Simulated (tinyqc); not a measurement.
# A spin-degenerate level with charging energy between two leads, rate equations: current against bias

States 0, up, down and 2 with energies 0, e1 - Ez/2, e1 + Ez/2 and 2 e1 + U. mu_L = +V/2, mu_R = -V/2 (meV), f(x) = 1/(1 + exp(x/kB T)). A transition that adds one electron of given spin at the energy E has the rate G f(E - mu) from each lead, and its reverse G [1 - f(E - mu)]. I counts electrons leaving the left lead, times q.

Transition energies: 0-up e1 - Ez/2, 0-down e1 + Ez/2, up-2 e1 + U + Ez/2, down-2 e1 + U - Ez/2. dp/dt = W p; W_ji is the rate from state i to j, and each column sums to zero. Steady state: W p = 0 with sum p = 1. I = q GL sum over transitions i-j of [fL p_i - (1 - fL) p_j].

Parameters, values chosen for the exercise: charging energy of the second electron U = 6.5 meV; level e1 = -6 meV; tunnel rate to the left lead GL = 0.051 1/ns; tunnel rate to the right lead GR = 0.18 1/ns; temperature T = 4.4 K; Zeeman splitting Ez = 0 meV.

Constants: q = 1.602176634e-19 C, kB = 1.380649e-23 J/K, Vt = kB T/q. Results are converted to the units shown.

Current against bias:
```
V (mV)  I (pA)  I (GL + GR)/(q GL GR)  mean number    p(2)
0.65    1.9753                0.31024       1.0898  0.0898
2       5.4151                0.85048       1.1043   0.104
3.35    6.7985                 1.0678       1.1197   0.120
4.7     7.0945                 1.1142       1.1233   0.123
6.04    7.1476                 1.1226       1.1238   0.124
7.39    7.1625                 1.1249       1.1232   0.124
8.74    7.1991                 1.1307       1.1189   0.124
10.09   7.3987                 1.1620       1.0945   0.121
11.44   8.3379                 1.3095      0.97959   0.108
12.79   10.583                 1.6622      0.70478  0.0778
14.14   12.200                 1.9162      0.50688  0.0560
15.48   12.635                 1.9844      0.45368  0.0501
16.83   12.717                 1.9973      0.44363  0.0490
```

The scaled current rises from 0.310 to 2.00. A transition enters the bias window when V = 2 |E|: at 1.00, 12.0 mV, each step a few kB T = 0.379 meV wide. With all four transitions inside, the scaled current tends to 2 and the mean number to 2 GL/(GL + GR) = 0.442; the last row has 2.00 and 0.444.

Range of the model: Rate equations need hbar G well below kB T; cotunnelling and the Kondo effect are left out.

Computed by the program tinyqc: `OMP_NUM_THREADS=1 python tinyqc.py 2780117 2780118 out.jsonl`, one thread of a shared Intel Xeon 2.30GHz, about 0.01 s for the whole run.
